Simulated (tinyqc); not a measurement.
Inputs raised by 2 %, one at a time: capillary instabilities by surface diffusion: grooving and agglomeration of films, edge retraction, wire break-up and smoothing of roughness. Computed by tinyqc, a small Python program. Command: `OMP_NUM_THREADS=1 python tinyqc.py 3023769 3023770 out.jsonl dewet sens`. One thread of a shared host (Intel(R) Xeon(R) Processor @ 2.30GHz), about 0.01 s of CPU time with the checks.

Isotropic surface energy; shapes change by surface diffusion alone.

Inputs (values chosen for the exercise, of the order of those of a copper film):
```
quantity                              value        unit
surface energy gamma_s                 1.72       J/m^2
grain-boundary energy gamma_b          0.76       J/m^2
interface energy gamma_i                  1       J/m^2
contact angle on the substrate theta    110     degrees
atomic volume Omega                    11.8  angstrom^3
surface sites nu                         13      1/nm^2
prefactor D0                          3e-05       m^2/s
activation energy Q                    1.05          eV
temperature T                           776           K
time t                                  120           s
film thickness h                         18          nm
grain radius R                           43          nm
```

Grooves: at the surface and the interface.

Constants: k_B = 8.617333262e-05 eV/K; k_B = 1.380649e-23 J/K.

Method:
- B = D_s nu gamma_s Omega^2/(k_B T), D_s = D0 exp(-Q/(k_B T)).
- Groove angle beta: sin(beta) = gamma_b/(2 gamma). For circular grains of radius R with spherical caps the groove ends (measured from the mean surface) at the depth R g(beta), g = (2 - 3 cos beta + cos^3 beta)/(3 sin^3 beta). The film parts if R [g(beta_s) + g(beta_i)] > h.
- A rim shaped as a circular segment with contact angle theta holds the area h x; its radius r obeys r^2 (theta - sin theta cos theta) = h x. To advance, the edge must carry a strip of the rim height H = r (1 - cos theta) over the rim, driven by the curvature 1/r over the distance r theta (the scaling argument of Brandon and Bradshaw): H dx/dt = B/(theta r^2) gives x^(5/2) = (5/2) B t c^(3/2)/(theta (1 - cos theta) h^(3/2)), c = theta - sin theta cos theta.

Runs:
```
input moved                                      from        to  B (nm^4/s)  critical R/h  retraction x (nm)  rim height H (nm)
base run                                            -         -  1.3217e+06        6.4045             539.53             88.340
surface energy gamma_s (J/m^2)                   1.72    1.7544  1.3481e+06        6.4515             543.82             88.691
contact angle on the substrate theta (degrees)    110     112.2  1.3217e+06        6.4045             539.09             89.338
prefactor D0 (m^2/s)                            3e-05  3.06e-05  1.3481e+06        6.4045             543.82             88.691
temperature T (K)                                 776    791.52  1.7629e+06        6.4045             605.43             93.580
time t (s)                                        120     122.4  1.3217e+06        6.4045             543.82             88.691
film thickness h (nm)                              18     18.36  1.3217e+06        6.4045             533.16             88.691
grain radius R (nm)                                43     43.86  1.3217e+06        6.4045             539.53             88.340
```

Exponents ln(y'/y) / ln(x'/x):
```
input                                      B  critical R/h  retraction x  rim height H
surface energy gamma_s                 1.000         0.369         0.400         0.200
contact angle on the substrate theta   0.000         0.000        -0.042         0.567
prefactor D0                           1.000         0.000         0.400         0.200
temperature T                         14.548         0.000         5.819         2.910
time t                                 0.000         0.000         0.400         0.200
film thickness h                       0.000         0.000        -0.600         0.200
grain radius R                         0.000         0.000         0.000         0.000
```

To which inputs is each result most sensitive?

Among the inputs moved here: B answers most in size to temperature T (exponent +14.548), next to surface energy gamma_s (+1.000); its exponent is below 0.0005 for contact angle on the substrate theta, time t, film thickness h, grain radius R. critical R/h answers most in size to surface energy gamma_s (exponent +0.369); its exponent is below 0.0005 for contact angle on the substrate theta, prefactor D0, temperature T, time t, film thickness h, grain radius R. retraction x answers most in size to temperature T (exponent +5.819), next to film thickness h (-0.600); its exponent is below 0.0005 for grain radius R. Its exponent +0.400 in time t: the rim grows and slows. Its exponent -0.600 in film thickness h: a thicker film has more matter to move. rim height H answers most in size to temperature T (exponent +2.910), next to contact angle on the substrate theta (+0.567); its exponent is below 0.0005 for grain radius R. Its exponent +0.200 in time t: H^2 goes as h x.
